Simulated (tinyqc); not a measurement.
# CMOS latch-up, two-transistor model: two studies

A parasitic pnp (emitter at Vdd, base shunted by Rw) and npn (emitter at ground, base shunted by Rs) feed each other: the npn collector current flows out of the pnp base node, the pnp collector current into the npn base node. Forward-active transistors with constant gains: Icn = Isn exp(Vn/Vt), Icp = Isp (exp(Vp/Vt) - 1). A current Ii is injected into the npn base node.

Parameters, values chosen for the exercise; values close to those of bulk CMOS: temperature T = 300 K; current gain of the npn bn = 1.3; current gain of the pnp bp = 5.8; saturation current of the npn at T Isn = 9.5e-15 A; saturation current of the pnp at T Isp = 2e-15 A; substrate resistance shunting the npn Rs = 84 ohm; well resistance shunting the pnp Rw = 800 ohm; resistance from the pnp collector to the npn base R2 = 270 ohm; base-emitter voltage in the on state Von = 0.69 V; saturation voltage Vsat = 0.12 V; supply voltage Vdd = 3.3 V.

Constants: q = 1.602176634e-19 C, kB = 1.380649e-23 J/K, Vt = kB T/q. Results are converted to the units shown.

Each table varies one quantity; the others keep the values above.

## Effect of the well resistance shunting the pnp

Node equations: Vp/Rw + Icp/bp = Icn and Vn/Rs + Icn/bn = Icp + Ii. Loop gain G = gn gp/[(1/Rw + gp/bp)(1/Rs + gn/bn)], gn = Icn/Vt, gp = (Icp + Isp)/Vt; the off state ends where G = 1, and Ii there is the trigger current. On state with both base-emitter voltages at Von: npn base current Ib = (Von/Rs + bp Von/Rw)/(bn bp - 1), holding current Ih = (bn + 1) Ib + Von/Rs, holding voltage Vh = Vsat + Von + R2 (Ib + Von/Rs).

Result of one run:
```
Rw (ohm)  Vn at trigger (V)  trigger current (mA)  Ih (mA)  Vh (V)
80                   0.7110                 14.60    28.70   5.432
```

What becomes of these results when the well resistance shunting the pnp Rw is changed from 80 to 580 ohm, all else the same?

Result of the changed run:
```
Rw (ohm)  Vn at trigger (V)  trigger current (mA)  Ih (mA)  Vh (V)
580                  0.6582                 8.611    13.53   3.652
```

The whole series:
```
Rw (ohm)  Vn at trigger (V)  trigger current (mA)  Ih (mA)  Vh (V)
80                   0.7110                 14.60    28.70   5.432
150                  0.6942                 11.45    20.49   4.468
300                  0.6757                 9.592    15.79   3.918
580                  0.6582                 8.611    13.53   3.652
1100                 0.6413                 8.029    12.38   3.517
2100                 0.6246                 7.630    11.77   3.446
4100                 0.6078                 7.321    11.45   3.407
8000                 0.5930                 7.072    11.28   3.388
```

As Rw goes from 80 to 8000 ohm, the trigger current falls from 14.6 to 7.07 mA, Ih falls from 28.7 to 11.3 mA and Vh falls from 5.43 to 3.39 V. Vh exceeds the supply Vdd = 3.3 V, which then cannot sustain a latched state, in 8 of the 8 rows. For Rw = 80, 150 Vn at the trigger exceeds the fixed Von of the on-state formulas, so Ih and Vh are too low there.

## Effect of the resistance from the pnp collector to the npn base

Same model as above.

The same in every row: Vn at trigger (V) = 0.6497; trigger current (mA) = 8.287; Ih (mA) = 12.86.

Results:
```
R2 (ohm)  Vh (V)
5         0.8612
14        0.9533
100        1.834
270        3.574
740        8.384
2000       21.28
```

Estimate the missing row, R2 = 37 ohm.

Computed row:
```
R2 (ohm)  Vh (V)
37         1.189
```

With this row back in the table: As R2 goes from 5 to 2000 ohm, the trigger current stays at 8.29 mA, Ih stays at 12.9 mA and Vh rises from 0.861 to 21.3 V. Vh exceeds the supply Vdd = 3.3 V, which then cannot sustain a latched state, in 3 of the 7 rows.

Program tinyqc, `OMP_NUM_THREADS=1 python tinyqc.py 2670007 2670008 out.jsonl`; Intel Xeon 2.30GHz, shared host, one thread, about 0.06 s.
